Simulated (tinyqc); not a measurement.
Worked calculation: Haynes-Shockley experiment: drift, diffusion and decay of a minority-carrier pulse. Computed by tinyqc, a small Python program that keeps every step. Command: `OMP_NUM_THREADS=1 python tinyqc.py 3110085 3110086 out.jsonl haynes walk`. One thread of a shared host (Intel(R) Xeon(R) Processor @ 2.30GHz), about 0.01 s of CPU time with the checks. Intermediate numbers are printed to about 6 digits and carried at full precision; extremes and crossings named in words are read from the listed rows.

A thin sheet of excess carriers is made at x = 0, t = 0 in a long uniform bar; injection is low, so the pulse moves with the minority mobility.

Inputs (values chosen for the exercise, modelled on holes in n-type silicon in a lightly doped bar):

| quantity | value | unit |
|---|---|---|
| minority mobility mu | 407 | cm^2/(V s) |
| lifetime tau | 18 | microsecond |
| temperature T | 250 | K |
| field F | 8.1 | V/cm |
| distance d to the collector | 0.18 | cm |
| second distance d2 | 0.26 | cm |
| injected sheet density N0 | 6.6e+09 | 1/cm^2 |

Constants: k_B = 8.617333262e-05 eV/K.

## Transport coefficients

D = mu k_B T/e, v = mu F. Transit time d/v, diffusion length sqrt(D tau), drift length v tau, Peclet number v d/D = e F d/(k_B T).

D = 8.76814 cm^2/s

drift velocity v = 3296.7 cm/s

transit time d/v = 54.6001 microsecond

diffusion length = 125.629 micrometre

drift length v tau = 0.0593406 cm

Peclet number = 67.6775

The pulse must travel 3.03 drift lengths.

## The signal at the collector

dn(x, t) = N0/sqrt(4 pi D t) exp(-(x - v t)^2/(4 D t) - t/tau). At fixed x the signal peaks where d ln(dn)/dt = 0: a t^2 + t/2 - x^2/(4 D) = 0 with a = v^2/(4 D) + 1/tau. The full width at half maximum is found by solving dn(x, t) = peak/2 on both sides of the peak.

time of the peak t_p = 49.5993 microsecond

peak density = 4.85499e+09 1/cm^3

width at half maximum = 19.3587 microsecond

The peak comes 9.2 % before d/v, since spreading and recombination both weaken the later part of the pulse.

## Shape in time

Times are 0.7, 0.8, 0.9, 0.95, 1, 1.05, 1.1, 1.2 and 1.4 t_p.

Signal at d:

| t/t_p | t (microsecond) | dn (1/cm^3) | dn/peak |
|---|---|---|---|
| 0.70 | 34.7195 | 4.55513e+08 | 0.09382 |
| 0.80 | 39.6794 | 1.93540e+09 | 0.39864 |
| 0.90 | 44.6393 | 3.95801e+09 | 0.81524 |
| 0.95 | 47.1193 | 4.62576e+09 | 0.95278 |
| 1.00 | 49.5993 | 4.85499e+09 | 1.00000 |
| 1.05 | 52.0792 | 4.64721e+09 | 0.95720 |
| 1.10 | 54.5592 | 4.10839e+09 | 0.84622 |
| 1.20 | 59.5191 | 2.63269e+09 | 0.54226 |
| 1.40 | 69.4390 | 5.96408e+08 | 0.12284 |

At 0.9 and 1.1 t_p the signal is 0.815 and 0.846 of its peak: the trailing side is the wider one.

## Simple reading of the pulse

With w the full width at half maximum: mu = d/(F t_p); D = (w d)^2/(16 ln2 t_p^3); Einstein ratio D/mu against k_B T/e.

apparent mobility = 448.035 cm^2/(V s)

apparent D = 8.97277 cm^2/s

apparent D/mu = 20.0269 mV

error of mu = 10.0824 %

error of D = 2.33387 %

The true k_B T/e is 21.54 mV.

## Two distances

Differences remove part of the bias: mu = (d2 - d)/(F (t_p2 - t_p)). The time-integrated signal is A(x) = (N0/u) exp(x (v - u)/(2 D)), u = sqrt(v^2 + 4 D/tau); the simple lifetime is tau = (t_p2 - t_p)/ln(A(d)/A(d2)).

t_p2 = 71.9439 microsecond

mobility from two distances = 442.009 cm^2/(V s)

area ratio A(d)/A(d2) = 3.64225

lifetime from areas = 17.2866 microsecond

Errors: mobility +8.60 % (one distance +10.08 %), lifetime -3.96 %.

## How the errors depend on the field

With w that width: mu = d/(F t_p); D = (w d)^2/(16 ln2 t_p^3). The field is scaled by the factors listed.

Errors of the simple reading:

| factor | F (V/cm) | v d/D | v^2 tau/(4 D) | error of mu (%) | error of D (%) |
|---|---|---|---|---|---|
| 0.5 | 4.05 | 33.839 | 1.394 | 34.0277 | 3.90130 |
| 0.7 | 5.67 | 47.374 | 2.733 | 19.0008 | 3.11116 |
| 1.0 | 8.10 | 67.678 | 5.578 | 10.0824 | 2.33387 |
| 1.5 | 12.15 | 101.516 | 12.550 | 4.8974 | 1.61972 |
| 2.5 | 20.25 | 169.194 | 34.861 | 2.0169 | 0.99217 |
| 4.0 | 32.40 | 270.710 | 89.245 | 0.9288 | 0.62416 |
| 7.0 | 56.70 | 473.743 | 273.313 | 0.3941 | 0.35746 |

The error of mu falls from 34.0 to 0.394 %. For large v d/D it is about D/(v d) + 2 D/(v^2 tau), here 0.394 % in the last row: one part from spreading, one from recombination.

Checks made by the program: area of the signal against its closed form (relative difference below 1e-10).
